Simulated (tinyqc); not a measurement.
Elastic strain and critical thickness of a cubic alloy layer A(1-x)B(x) on a thick substrate: one step, computed by the program tinyqc. Command: `OMP_NUM_THREADS=1 python tinyqc.py 3014317 3014318 out.jsonl misfit walk`. One thread of a shared host (Intel(R) Xeon(R) Processor @ 2.30GHz), about 0.01 s of CPU time with the checks.

Strain is positive in tension. The layer is coherent with the substrate unless said otherwise.

Question. Alloy by Vegard's rule, and misfit. a = (1 - x) a_A + x a_B, the same rule for each C_ij; misfit f = (a_S - a)/a, the in-plane strain of the coherent layer.

Inputs (values chosen for the exercise, for a model alloy):

| quantity | value | unit |
|---|---|---|
| fraction x of B | 0.17 | - |
| lattice constant a_A | 5.653 | angstrom |
| lattice constant a_B | 6.096 | angstrom |
| substrate lattice constant a_S | 5.66 | angstrom |

C11, C12, C44 of A (GPa): 108.3  49.89  60.3

C11, C12, C44 of B (GPa): 86.94  37.58  44.56

Give: free lattice constant a; elastic constants; misfit f.

Answer.

free lattice constant a = 5.72831 angstrom

elastic constants (GPa): C11 104.6688, C12 47.7973, C44 57.6242

misfit f = -0.011925

The layer is compressed in the plane by 1.19 %.
